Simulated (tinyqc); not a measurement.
## Strained alloy layer of InAs and AlAs on (001) InP, model-solid band line-up: gaps, strain and offsets against composition

The layer is x parts of the first compound and 1 - x of the second, grown coherently on the third as substrate and barrier. Rows of the table: lattice constant a, average valence level Ea on an absolute scale, spin-orbit splitting so, gaps at Gamma, X and L, hydrostatic deformation potentials av and ac (Gamma), shear potential b, elastic constants, electron and heavy-hole (along z) masses. All are interpolated linearly in x; gaps get -C x (1 - x), taken wholly in the conduction band; real line-ups can differ from this model by 0.1 eV or more.

In-plane strain e = (a_substrate - a)/a, e_z = -2 (c12/c11) e, volume change 2 e + e_z. With v = 2 e + e_z and d = 2 b (e_z - e): Eav = Ea + av v; E_hh = Eav + so/3 - d/2; E_lh = Eav - so/6 + d/4 + sqrt(so^2 + so d + 9 d^2/4)/2; E_c = Ea + so/3 + EG + ac v (Gamma). Substrate: E_v = Ea + so/3, E_c = E_v + EG. Well depths: dEc = E_c(substrate) - E_c, dEhh = E_hh - E_v(substrate), dElh likewise; strained Gamma gap E_c - max(E_hh, E_lh); positive values confine carriers in the layer. Matthews-Blakeslee for 60-degree dislocations in a single layer: hc = k (ln(hc/bv) + 1), k = bv (1 - nu/4)/(4 pi |e| (1 + nu)), nu = c12/(c11 + c12), bv = a/sqrt(2); the larger root. The valence offset is the larger of dEhh and dElh; a dash marks |e| under 0.02 % or no root.

Values chosen for this exercise: bowing of the Gamma gap CG = 0.7 eV; bowing of the X gap CX = 0 eV; bowing of the L gap CL = 0 eV.

Binary compounds, values chosen for the exercise:
```
              close to InAs  close to AlAs  close to InP
a (angstrom)          6.058          5.661         5.869
Ea (eV)               -6.67          -7.49         -7.04
so (eV)               0.377          0.283          0.11
EG (eV)               0.349           2.99          1.35
EX (eV)                1.38           2.16          2.17
EL (eV)                1.08           2.37          1.91
av (eV)                   1           2.43          1.28
ac (eV)                -5.1          -5.66         -5.02
b (eV)                -1.78          -1.51         -1.71
c11 (GPa)              82.9            124           101
c12 (GPa)              45.6           53.8          55.4
me (m0)              0.0227          0.151        0.0795
mh (m0)               0.326          0.463         0.534
```

Result of one run:
columns A: x; B: e (%); C: relaxed Gamma gap (eV); D: lower of X and L gaps (eV); E: strained Gamma gap (eV); F: E_hh - E_lh (meV); G: dEc (eV); H: valence offset (eV); I: hc (nm)
```
A           B       C       D       E       F         G        H     I
0.69  -1.1109  1.0180  1.4799  1.0543  66.664  0.078744  0.21698  8.20
```

What becomes of these results when the fraction of the first compound in the layer x is changed from 0.69 to 0.47, all else the same?

Result of the changed run:
columns A: x; B: e (%); C: relaxed Gamma gap (eV); D: lower of X and L gaps (eV); E: strained Gamma gap (eV); F: E_hh - E_lh (meV); G: dEc (eV); H: valence offset (eV); I: hc (nm)
```
A           B       C       D       E        F         G         H     I
0.47  0.36613  1.5744  1.7637  1.5344  -24.232  -0.21149  0.027044  33.7
```

The whole series:
columns A: x; B: e (%); C: relaxed Gamma gap (eV); D: lower of X and L gaps (eV); E: strained Gamma gap (eV); F: E_hh - E_lh (meV); G: dEc (eV); H: valence offset (eV); I: hc (nm)
```
A             B        C       D        E        F          G           H     I
0.3      1.5380   2.0507  1.9260   1.8673  -105.86   -0.47250   -0.044787  5.27
0.36     1.1213   1.8780  1.8792   1.7480  -76.368   -0.37669   -0.021337  8.10
0.41    0.77664   1.7379  1.8402   1.6502  -52.293   -0.29993  -2.7376e-4  13.1
0.47    0.36613   1.5744  1.7637   1.5344  -24.232   -0.21149    0.027044  33.7
0.53  -0.041046   1.4159  1.6863   1.4175   2.6595   -0.12705    0.059500   445
0.58   -0.37785   1.2877  1.6218   1.3020   23.975  -0.059716     0.10773  32.5
0.64   -0.77903   1.1385  1.5444   1.1658   48.025   0.017449     0.16679  13.1
0.69    -1.1109   1.0180  1.4799   1.0543   66.664   0.078744     0.21698  8.20
0.75    -1.5062  0.87800  1.4025  0.92293   87.252    0.14871     0.27836  5.41
```

The relaxed Gamma gap falls from 2.05 to 0.878 eV and the strained one falls from 1.87 to 0.923 eV. The lattice matches the substrate at x = 0.524; the heavy hole is on top where the layer is compressed (e < 0) and the light hole where it is stretched. The relaxed alloy turns direct at x = 0.359. dEc rises from -0.472 to 0.149 eV and the valence offset rises from -0.0448 to 0.278 eV. At the largest strain listed, 1.54 %, strain changes the gap by -183 meV. For x = 0.3 the lowest conduction valley of the relaxed alloy is X or L, so the gap and dEc listed hold for Gamma only.

Numbers from tinyqc (`OMP_NUM_THREADS=1 python tinyqc.py 2690006 2690007 out.jsonl`; about 0.01 s on one thread of a shared Intel Xeon 2.30GHz).
